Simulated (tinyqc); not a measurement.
Floating body of a partially depleted SOI transistor: body voltage and kink: one step of the calculation.

Source at 0 V. Channel current Ic = 2 nf K Vt^2 [F(0) - F(Vd)](1 + la Vd), F(V) = ln^2(1 + exp((Vg - VT - nf V)/(2 nf Vt))), VT = VT0 - gb Vb. Saturation voltage Vs = 2 Vt sqrt(F(0)) + 3 Vt, excess Ve = (Vd - Vs + sqrt((Vd - Vs)^2 + 0.0004 V^2))/2, multiplication M1 = Ai Ve exp(-Bl/Ve). Each junction passes D(v) = J1 (exp(v/Vt) - 1) + J2 (exp(v/(2 Vt)) - 1). Bipolar current Ib = bb J1 (exp(Vb/Vt) - 1). The body settles where M1 (Ic + Ib) = D(Vb) + D(Vb - Vd) + Vb/Rb; drain current Id = (1 + M1)(Ic + Ib) - D(Vb - Vd).

Task. Drain current with floating and with grounded body. Id and VT at the converged Vb, Id at Vb = 0, their ratio, and the bipolar share Ib/(Ic + Ib).

Parameters, values chosen for the exercise; values of the order met in partially depleted silicon-on-insulator transistors:
```
symbol,value,unit,meaning
T,300,K,temperature
VT0,0.49,V,threshold at zero body voltage
gb,0.13,,fall of the threshold per volt of body voltage
nf,1.36,,slope factor
K,310,uA/(V^2 um),gain factor per width
la,0.04,1/V,channel-length modulation factor
Ai,2.3,1/V,impact-ionisation prefactor
Bl,6.1,V,impact-ionisation voltage
J1,5.7e-13,uA/um,diffusion saturation current of each junction
J2,2.8e-8,uA/um,recombination saturation current of each junction
bb,1,,gain of the lateral bipolar transistor on the diffusion current
Rb,1e9,kohm um,"resistance of a weak body tie to the source (1e9 stands for no tie, and the term is then dropped)"
Vg,0.68,V,gate voltage
Vd,1.5,V,drain voltage
```

Constants: q = 1.602176634e-19 C, kB = 1.380649e-23 J/K, Vt = kB T/q. Results are converted to the units shown.

converged Vb = 0.68213695 V

Wanted: VT; Id, floating; Id, grounded; ratio; bipolar share.

Result.

VT = 0.40132 V
Id, floating = 9.8149 uA/um
Id, grounded = 4.6877 uA/um
ratio = 2.0938
bipolar share = 1.7037 %

The body rises to 0.682 V and lowers the threshold by 88.7 mV.

Range of the model: The multiplication law is an empirical form chosen for the exercise; self-heating and capacitive coupling to the body are left out, and the linear laws are rough once Vb passes about 0.7 V or M1 about 0.1.

Computed by the program tinyqc: `OMP_NUM_THREADS=1 python tinyqc.py 2182048 2182049 out.jsonl`, one thread of a shared Intel Xeon 2.30GHz, about 0.2 s for the whole run.
